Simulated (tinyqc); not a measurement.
Valley splitting in a one-orbital chain of atomic planes (second-neighbour model), step by step. Values are carried at full precision from step to step, so a last printed digit may differ when a step is redone from the rounded ones.

Each (001) plane carries one orbital with energy e0, hopping v to the next plane and u to the second: E(phi) = e0 + 2 v cos(phi) + 2 u cos(2 phi), where phi = pi - k a/4 (the sign of every second orbital is chosen so that v > 0, which shifts the phase by pi). The minimum lies at cos(phi0) = -v/(4u), phi0 = pi - (pi/2) k0 for a valley at k0 (2 pi/a), and e0 puts it at zero. A slab of N planes has hard walls: the matrix simply ends.

Constants: hbar^2/2m0 = 3.80998211 eV angstrom^2.

Parameters, chosen for this exercise (near those of the Delta valleys of silicon; abrupt walls in this chain split the valleys several times more than measured wells; shifted at random, so the results belong to these values and not to a real crystal): a = 5.44 angstrom (lattice constant; planes lie a/4 apart); k0 = 0.844 2 pi/a (position of the valley); ml = 0.916 m0 (longitudinal mass); N = 11 (planes in the small slab).

## Hoppings from the valley position and mass

The curvature at the minimum is d2E/dphi2 = 8 u sin^2(phi0) = (2c/ml)/(a/4)^2 with c = hbar^2/2m0; v = -4 u cos(phi0); e0 = 2u + v^2/(4u).

phi0 = 1.81584 rad
u = 0.59736 eV
v = 0.57967 eV
e0 = 1.33534 eV

## The bulk band

E at phi = j pi/10.

Band:
```
phi/pi,E (eV)
0.0,3.6894
0.1,3.4045
0.2,2.6425
0.3,1.6476
0.4,0.7271
0.5,0.1406
0.6,0.0105
0.7,0.2847
0.8,0.7666
0.9,1.1993
1.0,1.3707
```

## Hamiltonian of the slab

e0 on the diagonal, v and u on the first and second off-diagonals.

H (eV), lower triangle:
```
,1,2,3,4,5,6,7,8,9,10,11
1,1.3353
2,0.5797,1.3353
3,0.5974,0.5797,1.3353
4,0,0.5974,0.5797,1.3353
5,0,0,0.5974,0.5797,1.3353
6,0,0,0,0.5974,0.5797,1.3353
7,0,0,0,0,0.5974,0.5797,1.3353
8,0,0,0,0,0,0.5974,0.5797,1.3353
9,0,0,0,0,0,0,0.5974,0.5797,1.3353
10,0,0,0,0,0,0,0,0.5974,0.5797,1.3353
11,0,0,0,0,0,0,0,0,0.5974,0.5797,1.3353
```

## Levels and the valley doublet

Diagonalise H. The two lowest levels are the doublet made from the valleys at +k0 and -k0; give their splitting, the weights of the lowest state, and its parity under reversal of the planes.

levels (eV): 0.1106  0.1505  0.4199  0.5413  0.8889  0.9764  1.2737  1.5308  2.2877  3.0018  3.5071

splitting = 39.86 meV

weights on the planes: 0.050  0.030  0.084  0.176  0.017  0.285  0.017  0.176  0.084  0.030  0.050

parity of the lowest state: even

The mean of the doublet lies 0.1305 eV above the bulk minimum, and level 3 lies 0.2893 eV above that mean; the weights oscillate from plane to plane because the two valleys interfere.

## Checks

- Mean of the doublet for 400 planes against the effective-mass level with W = 402 a/4 (meV): both 0.1373.

Computed by tinyqc, a small Python program: `OMP_NUM_THREADS=1 python tinyqc.py 1480817 1480818 out.jsonl` (the numbers bound the seed that draws the inputs); one thread of a shared host (Intel(R) Xeon(R) Processor @ 2.30GHz), about 0.01 s for the whole set of steps.
